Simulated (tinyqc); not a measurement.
Raising the sheet density: inversion layer as a triangular well, valleys of the Ge type.

Four ellipsoidal valleys (eight halves) with their long axes along <111>, mass ml along the axis and mt across it. For a valley whose axis makes the angle theta with the surface normal, 1/m_z = cos^2(theta)/ml + sin^2(theta)/mt sets the confinement; in the plane the masses are m_1 = mt and m_2 = ml mt/m_z, and m_d = sqrt(m_1 m_2). The Gamma and Delta valleys are left out; the heavy Delta valleys, about 0.18 eV up, can lie lowest under strong confinement.

The field is taken as constant, e F = 4 pi (e^2/4 pi eps0)(Nd + eta Ns)/eps, with 1e12/cm^2 = 1e-4/angstrom^2, and the oxide as a hard wall at z = 0; c = hbar^2/2m0.

Level j of a valley lies at E_j = a_j (c (e F)^2/m_z)^(1/3) above the band edge at the surface, with the Airy zeros a_j = 2.338107, 4.087949, 5.520560, 6.786708, 7.944134, 9.022651, 10.040174, 11.008524, 11.936016, 12.828777, and has <z> = 2 E_j/(3 e F).

Subband i holds n_i = g m_d/(2 pi c) kB T ln(1 + exp((EF - E_i)/kB T)) (spin included), and EF is fixed by sum n_i = Ns over the levels listed or, where none are listed, over j = 0 to 9 of each group; 1e12/cm^2 = 1e-4/angstrom^2.

Constants: hbar^2/2m0 = 3.80998211 eV angstrom^2; e^2/(4 pi eps0) = 14.39964547 eV angstrom; kB = 8.617333262e-05 eV/K.

Parameters, chosen for this exercise (near those of Ge; not measured data):
```
symbol  value                unit         meaning
ml      1.608                m0           longitudinal mass
mt      0.081                m0           transverse mass
eps     16.2                              dielectric constant
Nd      0.16                 x 1e12/cm^2  depletion charge
eta     0.5                               share of Ns in the effective field
face    100                               surface
T       300                  K            temperature
Nss     (1, 2, 3, 5, 8, 12)  x 1e12/cm^2  sheet densities
```

Valleys (masses in m0):
```
valleys g  cos^2(theta)      m_z      m_1      m_2      m_d
4               0.33333  0.11852  0.08100  1.09900  0.29836
```

The field, the ladders and EF anew for each Ns.

Results:
```
Ns (1e12/cm^2)  F (MV/cm)  lowest E (eV)  next - lowest (meV)  EF - lowest (meV)  share of lowest (%)  <z> (angstrom)
1.0                 0.074         0.0607                 45.4              -70.8                 80.8            65.0
2.0                 0.130         0.0884                 66.1              -48.7                 91.3            48.8
3.0                 0.185         0.1122                 84.0              -35.9                 95.5            41.8
5.0                 0.297         0.1537                115.0              -19.8                 98.6            34.9
8.0                 0.465         0.2070                154.9               -4.0                 99.7            29.8
12.0                0.688         0.2689                201.3               11.1                 99.9            26.1
```

Levels scale as F^(2/3): the field grows by 9.33 and the lowest level by 4.43. The layer thins from 65.0 to 26.1 angstrom. EF passes the lowest edge between 8 and 12 e12/cm^2. The share of the lowest subband rises throughout: the spacing grows faster than the band fills. From 8 e12/cm^2 on the lowest level exceeds 0.2 eV, where the Delta valleys, about 0.18 eV up in the bulk and with a confinement energy of their own, begin to come within reach.

Run: tinyqc, `OMP_NUM_THREADS=1 python tinyqc.py 1280591 1280592 out.jsonl`; Intel(R) Xeon(R) Processor @ 2.30GHz, one thread, shared host; about 0.03 s of CPU time with all checks.
